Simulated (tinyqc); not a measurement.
Comparisons within one model: carrier statistics of a doped semiconductor with parabolic bands. A value that a table varies takes the place of the one given here.

Eg(T) = Eg0 - al T^2/(T + be); m_de = Mv^(2/3) (ml mt^2)^(1/3); m_dh = (mhh^(3/2) + mlh^(3/2))^(2/3); Nc and Nv from N = 2 (m kB T/(4 pi c))^(3/2) with c = hbar^2/2m0, in 1/angstrom^3; times 1e24 for 1/cm^3.

Energies are counted from Ev, so Ec = Eg. n = Nc F_1/2((EF - Eg)/kT), p = Nv F_1/2(-EF/kT), ND+ = ND/(1 + 2 exp((EF - Eg + ED)/kT)), NA- = NA/(1 + 4 exp((EA - EF)/kT)); neutrality asks p + ND+ = n + NA-. F_j(eta) = (1/Gamma(j + 1)) integral_0^infinity x^j dx/(1 + exp(x - eta)), which tends to exp(eta) for eta << 0.

Constants: hbar^2/2m0 = 3.80998211 eV angstrom^2; kB = 8.617333262e-05 eV/K.

Parameters, chosen for this exercise (near those of InP; shifted at random, so the results belong to these values and not to a real crystal):
- Eg0 = 1.429 eV (gap at 0 K)
- al = 0.000357 eV/K (Varshni alpha)
- be = 166 K (Varshni beta)
- ml = 0.0773 m0 (longitudinal electron mass)
- mt = 0.0773 m0 (transverse electron mass)
- Mv = 1 (equivalent valleys)
- mhh = 0.583 m0 (heavy-hole mass)
- mlh = 0.0911 m0 (light-hole mass)
- ND = 2.8e+15 1/cm^3 (donors)
- NA = 5.2e+12 1/cm^3 (acceptors)
- ED = 0.00557 eV (donor level below Ec)
- EA = 0.0478 eV (acceptor level above Ev)
- T = 250 K

## Temperature

Neutrality solved at each temperature; ni = sqrt(Nc Nv) exp(-Eg/2kT).

Carriers (1/cm^3):
```
T (K)  EF (eV)         n         p  majority / |ND - NA|        ni  Eg (eV)
30      1.4206  1.23e+15    <1e-99                 0.439    <1e-99   1.4274
50      1.4124  1.99e+15    <1e-99                 0.712  2.66e-55   1.4249
77      1.3980  2.41e+15  4.86e-74                 0.861  1.09e-29   1.4203
120     1.3702  2.62e+15  8.52e-40                 0.938  1.50e-12   1.4110
200     1.3094  2.72e+15  6.53e-15                 0.975      4.22   1.3900
300     1.2237  2.76e+15    0.0328                 0.987  9.53e+06   1.3601
450     1.0838  2.78e+15  1.59e+07                 0.994  2.10e+11   1.3116
600     0.9352  2.78e+15  4.68e+11                 0.996  3.61e+13   1.2612
800     0.7490  3.77e+15  9.88e+14                  1.35  1.93e+15   1.1925
1000    0.6999  2.42e+16  2.14e+16                  8.65  2.28e+16   1.1228
```

Ionisation is incomplete: the majority density is below 90 % of the net doping at 30, 50 and 77 K, down to a share of 0.44. It is within 10 % of the net doping at 120, 200, 300, 450 and 600 K. At 800 and 1000 K thermal pairs lift it more than 10 % above the net doping; ni has reached 2.28e+16 1/cm^3 at 1000 K against a net doping of 2.79e+15. EF goes from 1.421 eV to 0.700 eV, where midgap is 0.561 eV and the intrinsic level (Boltzmann) 0.695 eV.

## Doping level

Only donors are present (NA = 0); eta is the distance of EF beyond the conduction edge in units of kT.

Neutral state:
```
ND (1/cm^3)  EF (eV)  majority (1/cm^3)  ionised share    eta
1.0e+14       1.1961           9.99e+13          0.999  -8.32
1.0e+15       1.2456           9.94e+14          0.994  -6.02
1.0e+16       1.2943           9.43e+15          0.943  -3.76
1.0e+17       1.3381           6.85e+16          0.685  -1.73
1.0e+18       1.3737           2.95e+17          0.295  -0.08
3.0e+18       1.3892           5.07e+17          0.169   0.64
1.0e+19       1.4062           8.45e+17          0.085   1.43
3.0e+19       1.4222           1.26e+18          0.042   2.17
```

The impurity level lies at 1.3698 eV. The ionised share falls from 0.999 to 0.042 as EF passes through it between 1e+17 and 1e+18 1/cm^3 (share 1/3 there); it is below one half from 1e+18 1/cm^3 on. Over the last two rows the doping grows threefold and the majority density by a factor 1.50. EF comes within 3 kT of the majority band edge from 1e+17 1/cm^3 on. Above roughly 2e+16 1/cm^3 (N^(1/3) a = 0.26, with the radius a = sqrt(c/(m E)) from the ionisation energy E and the mass (ml mt^2)^(1/3)) the levels merge with the band and real ionisation is complete; sharp levels then overstate freeze-out.

## What each input does

Neutrality solved anew for each case. Each row changes one parameter from the base and keeps the others.

Results:
```
case                 EF (eV)  n (1/cm^3)  p (1/cm^3)
base                  1.2676    2.75e+15    2.53e-07
T = 230 K             1.2846    2.74e+15    5.67e-10
ND = 5.6e+15 1/cm^3   1.2822    5.41e+15    1.28e-07
NA = 2.6e+12 1/cm^3   1.2676    2.75e+15    2.52e-07
Eg0 = 1.479 eV        1.3176    2.75e+15    2.48e-08
mt = 0.0928 m0        1.2637    2.75e+15    3.02e-07
mhh = 0.6996 m0       1.2676    2.75e+15    3.27e-07
ED = 0.0084 eV        1.2675    2.74e+15    2.53e-07
```

The largest shifts from the base row, up to three for each result and ties (the steps differ in size, so this ranks the rows, not the parameters). EF (eV): Eg0 +0.0500, T +0.0170, ND +0.0146; unchanged at the printed digits by NA and mhh. n (1/cm^3): ND +2.66e+15, T -7.33e+12, ED -6.46e+12; unchanged at the printed digits by NA, Eg0, mt and mhh. p (1/cm^3): T -2.52e-07, Eg0 -2.28e-07, ND -1.25e-07; unchanged at the printed digits by ED.

tinyqc: `OMP_NUM_THREADS=1 python tinyqc.py 1682486 1682487 out.jsonl`; about 0.01 s, one thread, shared Intel(R) Xeon(R) Processor @ 2.30GHz.
